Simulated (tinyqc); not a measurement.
Worked calculation: Hubbard ring of 6 sites. One step of it, computed by the program tinyqc.

Problem. Mean-field iteration 1. H(up) = T + U n(down), H(down) = T + U n(up); fill the lowest levels; n(new) = n + mixing (n(out) - n); E = tr T (rho up + rho down) + U sum n_up n_down of the output.

one-body matrix (hopping and site energies) (eV):
```
           1          2          3          4          5          6
1   0.000000  -0.940000   0.000000   0.000000   0.000000  -0.940000
2  -0.940000   0.000000  -0.940000   0.000000   0.000000   0.000000
3   0.000000  -0.940000   0.000000  -0.940000   0.000000   0.000000
4   0.000000   0.000000  -0.940000   0.000000  -0.940000   0.000000
5   0.000000   0.000000   0.000000  -0.940000   0.000000  -0.940000
6  -0.940000   0.000000   0.000000   0.000000  -0.940000   0.000000
```

U = 1.900000 eV

electrons, up and down: 3  3

mixing = 1

n(up) at the start (a guess, not normalised): 1 0.550000, 2 0.450000, 3 0.550000, 4 0.450000, 5 0.550000, 6 0.450000

n(down) at the start (a guess): 1 0.450000, 2 0.550000, 3 0.450000, 4 0.550000, 5 0.450000, 6 0.550000

Give: levels, up; levels, down; energy; n(up) after iteration 1; n(down) after iteration 1.

Solution.

levels, up (eV): -0.9324  0.0052  0.0052  1.8948  1.8948  2.8324

levels, down (eV): -0.9324  0.0052  0.0052  1.8948  1.8948  2.8324

energy = -4.6662 eV

n(up) after iteration 1: 1 0.5419, 2 0.4581, 3 0.5419, 4 0.4581, 5 0.5419, 6 0.4581

n(down) after iteration 1: 1 0.4581, 2 0.5419, 3 0.4581, 4 0.5419, 5 0.4581, 6 0.5419
